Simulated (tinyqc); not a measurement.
# One-dimensional ballistic tunnel FET, two-band WKB: what changes with what

A p-type source for x < 0 with its Fermi level at 0 and its valence edge at ds; in the channel the bands fall as D exp(-x/lam) towards their flat values, with the conduction edge at Ec = ds - dP and D = dP + Eg. The gate moves dP one to one. The drain Fermi level lies at -Vd and the drain side reflects nothing. For w = E - Ec between 0 and dP an electron crosses the gap. Two-band dispersion with equal masses m: inside the gap kappa = sqrt(m u (1 - u/Eg)/C), u the distance from a band edge, C = hbar^2/(2 m0).

Inputs (values chosen for the exercise); band and dielectric values close to those of indium arsenide:
```
symbol  value  unit                                           meaning
T          77     K                                       temperature
Eg      0.351    eV                                          band gap
m       0.024    m0              band-edge mass of the two-band model
lam       1.5    nm           screening length of the source junction
ds       0.12    eV  source valence edge above the source Fermi level
Vd        0.1     V                                        drain bias
g           2              number of degenerate subbands (spin apart)
dP       0.21    eV        tunnelling window Ev(source) - Ec(channel)
```

Constants: q = 1.602176634e-19 C, kB = 1.380649e-23 J/K, hbar = 1.054571817e-34 J s, h = 6.62607015e-34 J s, m0 = 9.1093837015e-31 kg, Vt = kB T/q, hbar^2/(2 m0) = 0.0380998212 eV nm^2. Results are converted to the units shown.

Each table varies one quantity; the others keep the values above.

## Transfer curve and swing

S(w) = 2 lam int_0^Eg kappa(u) du/(w + Eg - u) = 2 pi lam sqrt(m/(C Eg)) [w + Eg/2 - sqrt(w (w + Eg))], T(w) = exp(-S). I = g (2 q^2/h) int_0^dP T(w) [f(E) - f(E + Vd)] dw, E = ds - dP + w, f(x) = 1/(1 + exp(x/Vt)). Swing = d(dP)/d(log10 I).

Transfer curve and swing:
```
dP (eV)  T(w = dP)    I (uA)  swing (mV/decade)
0.0094      0.2020  7.182e-9              10.88
0.014       0.2254  1.742e-8              12.88
0.021       0.2554  5.645e-8              14.35
0.03        0.2880  2.303e-7              15.01
0.045       0.3334  2.246e-6              15.25
0.066       0.3850  5.330e-5              15.28
0.097       0.4455  0.005623              15.49
0.14        0.5101    0.6734              41.74
0.21        0.5865     4.443              165.4
0.31        0.6607     7.845              864.1
```

What does the table show?

I rises from 7.18e-9 to 7.84 uA and the swing rises from 10.9 to 864 mV/decade. The thermionic limit is Vt ln 10 = 15.3 mV/decade; the swing stays under it up to dP = 0.045 eV among the rows, where I is 2.25e-6 uA, 2.9e-5 % of the last row. Leakage below the onset is not in the model. In every row S at w = dP is below 2, where a WKB prefactor of 1 is a rough guess.

## Effect of the screening length

Same model as above.

Effect of the screening length:
```
lam (nm)  T(w = dP)   I (uA)  swing (mV/decade)
1            0.7006    6.424              185.9
2.3          0.4412    2.497              141.1
3.6          0.2778    1.008              114.6
4.9          0.1750   0.4196              96.98
6.1          0.1142   0.1907              85.20
7.4         0.07189  0.08263              75.48
8.7         0.04527  0.03635              67.88
10          0.02851  0.01620              61.76
```

What does the table show?

I falls from 6.42 to 0.0162 uA, on average 0.289 decades a nanometre; S is proportional to lam, and at w = dP it gives 0.155. The swing falls from 186 to 61.8 mV/decade. In 4 of the 8 rows S at w = dP is below 2, where a WKB prefactor of 1 is a rough guess.

## Output curve

Same model as above.

Output curve:
```
Vd (V)  I (uA)
0.02     1.279
0.09     4.348
0.16     4.480
0.24     4.480
0.31     4.480
0.38     4.480
0.45     4.480
0.53     4.480
0.6      4.480
```

I rises from 1.28 to 4.48 uA; it reaches 95 % of the last value at Vd = 0.09 V among the rows. The drain Fermi level passes the channel conduction edge at Vd = dP - ds = 0.0900 V, after which the back flow dies out. The window dP is held fixed. In every row S at w = dP is below 2, where a WKB prefactor of 1 is a rough guess.

Computed by the program tinyqc: `OMP_NUM_THREADS=1 python tinyqc.py 2620067 2620068 out.jsonl`, one thread of a shared Intel Xeon 2.30GHz, about 0.01 s for the whole run.
